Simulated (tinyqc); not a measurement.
Inside a calculation. Model: drifting, spreading and decaying minority pulse (Haynes-Shockley), Crank-Nicolson time steps.

Computed by the program tinyqc: `OMP_NUM_THREADS=1 python tinyqc.py 2310010 2310011 out.jsonl`, one thread of a shared Intel Xeon 2.30GHz, about 0.01 s for the whole run. Printed values are rounded.

Low injection in a uniform field: dn/dt = D d2n/dx2 - v dn/dx - n/tau with D = mu Vt and v = mu F towards +x. Exact solution on an infinite bar for a Gaussian start at x0: n = N0 exp(-t/tau) exp(-(x - x0 - v t)^2/(2 s^2))/sqrt(2 pi s^2), s^2 = s0^2 + 2 D t.

Inputs (values chosen for the exercise); mobility close to that of silicon at room temperature:

| symbol | value | unit | meaning |
|---|---|---|---|
| T | 350 | K | temperature |
| mu | 478 | cm^2/(V s) | minority-carrier mobility |
| F | 13 | V/cm | sweep field along the drift |
| hx | 25 | um | mesh step |
| tau | 5.8e-6 | s | lifetime |
| N0 | 2e9 | cm^-2 | injected sheet density |
| dt | 4.2e-7 | s | time step |
| s0 | 28 | um | initial width (standard deviation) |

Constants: q = 1.602176634e-19 C, kB = 1.380649e-23 J/K, Vt = kB T/q. Results are converted to the units shown.

## Coefficients of the scheme

Exponentially fitted fluxes: d = F hx/Vt, B(d) = d/(exp(d) - 1), k = D dt/hx^2; (L n)_i = a n_(i-1) + b n_i + c n_(i+1) with a = k B(-d), c = k B(d), b = -a - c - dt/tau. Explicit steps keep n positive for dt up to 1/[(D/hx^2)(B(d) + B(-d)) + 1/tau].

D = 14.41680 cm^2/s
v = 6214 cm/s
d = 1.077562
a = 1.582763
b = -2.193988
c = 0.5388111
positivity limit of dt = 1.914322e-7 s

dt is 2.2 times the explicit limit. On this mesh the fitted flux acts like a diffusion coefficient (d/2) coth(d/2) D = 1.09 D for a travelling pulse, before the error of the time steps.

## Initial pulse

Nodes x_i = i hx, i = 1 to 11, n = 0 at nodes 0 and 12; the Gaussian at t = 0 with x0 = 4 hx.

n at t = 0, node 1 to 11 (in units of 1e11 cm^-3): [0.078851, 0.578560, 1.912818, 2.849588, 1.912818, 0.578560, 0.078851, 0.004842, 0.000134, 0.000002, 0.000000]

## Step 1: densities after a time step

(L n)_i = a n_(i-1) + b n_i + c n_(i+1), n = 0 beyond the ends. Crank-Nicolson step: solve n(new) - L n(new)/2 = n + L n/2.

n at t = 1 dt, node 1 to 11 (in units of 1e11 cm^-3): [0.122156, 0.400662, 0.823689, 1.374027, 1.769725, 1.478353, 0.819117, 0.357170, 0.143955, 0.057148, 0.021568]

## Step 2: densities after a time step

As before.

n at t = 2 dt, node 1 to 11 (in units of 1e11 cm^-3): [0.074419, 0.222580, 0.475637, 0.793997, 1.088480, 1.262702, 1.145725, 0.803936, 0.470558, 0.246638, 0.113648]

## Course in time

The same steps, now on nodes 1 to 60 (n = 0 at nodes 0 and 61), for 24 steps; centre = sum x n/sum n. Deviations are from the exact pulse, as a share of its largest value on the nodes; a run counts as stable if they stay under 100 %.

Course of the iteration:
```
step  hx sum n (cm^-2)  centre (um)  most negative n (cm^-3), 0 if none  largest deviation (% of the peak)
1           1.846010e9     126.9998                                   0                               6.54
2           1.704228e9     154.1865                                   0                               5.14
3           1.577573e9     181.1230                                   0                               4.72
4           1.463020e9     207.8292                                   0                               4.26
5           1.358262e9     234.3723                                   0                               4.01
6           1.261857e9     260.7971                                   0                               3.90
7           1.172782e9     287.1389                                   0                               3.87
8           1.090281e9     313.4217                                   0                               3.88
9           1.013753e9     339.6627                                   0                               3.91
...                ...          ...                                 ...                                ...
16          6.101170e8     522.8500                                   0                               4.30
17          5.674706e8     548.9918                                   0                               4.36
18          5.278077e8     575.1311                                   0                               4.42
19          4.909186e8     601.2687                                   0                               4.47
20          4.566086e8     627.4046                                   0                               4.53
21          4.246967e8     653.5388                                   0                               4.58
22          3.950147e8     679.6703                                   0                               4.63
23          3.674057e8     705.7975                                   0                               4.68
24          3.417233e8     731.9167                                   0                               4.72
```

The run is stable. After 24 steps the deviation is 4.7 % of the peak. From step 1 to the last the centre has moved at 1.01 v and the content is 2.9 % below N0 exp(-t/tau). On an endless mesh these steps would give a speed of 1.00 v and a content of 0.999 times the exact one, from dt/tau = 0.0724 alone; the rest comes from the absorbing ends.
